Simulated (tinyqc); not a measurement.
Thermal stress and diffusional relaxation in a metal film: Coble and Nabarro-Herring creep, cooling and holds: one step, computed by the program tinyqc.

A thin film on a rigid substrate is stress-free at T0. Tension is positive and the film creeps linearly: d sigma/dt = -M (mismatch) dT/dt - sigma/tau.

Task: Stress after cooling to room temperature. Creep rate per stress: Nabarro-Herring 14 D Omega/(k_B T d^2), Coble (14 pi) delta D_b Omega/(k_B T d^3), with D = D0 exp(-E/(k_B T)), delta D_b = (delta D_b)0 exp(-E_b/(k_B T)); 1/tau = M x (sum of both)/2 (biaxial strain rate is half the uniaxial one). Temperatures in kelvin are T(C) + 273.15. Cooling from T0 at the constant rate: d sigma/dT = -slope + sigma/(tau(T) x rate), integrated to 25 C (stiff solver, tolerance 1e-9). Effective stress-free temperature T_eff = 25 C + sigma/slope.

Inputs (values chosen for the exercise, modelled on copper films on silicon): biaxial modulus M = 178 GPa; atomic volume Omega = 11.8 angstrom^3; lattice prefactor D0 = 1.6e-05 m^2/s; lattice energy E = 2.02 eV; boundary prefactor (delta D_b)0 = 4.1e-15 m^3/s; boundary energy E_b = 1.12 eV; grain size d = 0.17 um; stress-free temperature T0 = 300 C; hold temperature T = 130 C; cooling rate = 30 C/min.

thermoelastic slope = 2.6166 MPa/K

Constants: k_B = 1.380649e-23 J/K; k_B = 8.617333262e-05 eV/K.

Give: stress at 25 C; effective stress-free temperature.

Result:

stress at 25 C = 500.4 MPa

effective stress-free temperature = 216.3 C

Creep during cooling removes 30.5 % of the elastic value. Caution: bulk creep laws overstate relaxation in a bonded film, and dislocation glide would cap stresses above the yield stress.
